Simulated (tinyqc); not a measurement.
Inside a calculation. Method: lattice vibrations of a chain. One step of it, computed by the program tinyqc.

Task: Frequencies. omega^2 are the eigenvalues; wavenumber = 521.4708 sqrt(eigenvalue) 1/cm.

D(q) (eV/(angstrom^2 u)), lower triangle (Hermitian):
```
,1,2,3
1,0.370010
2,-0.146703,0.407669
3,0.141878-0.301507i,-0.374311,1.033898
```

Give: eigenvalues; wavenumbers; weights |e|^2 of the mass-weighted modes.

Result:

eigenvalues: 0.103  0.381  1.327

wavenumbers (1/cm): 167.4  322.0  600.7

weights |e|^2 of the mass-weighted modes:
```
,mode 1,mode 2,mode 3
atom 1,0.421,0.467,0.112
atom 2,0.403,0.450,0.147
atom 3,0.176,0.083,0.742
```
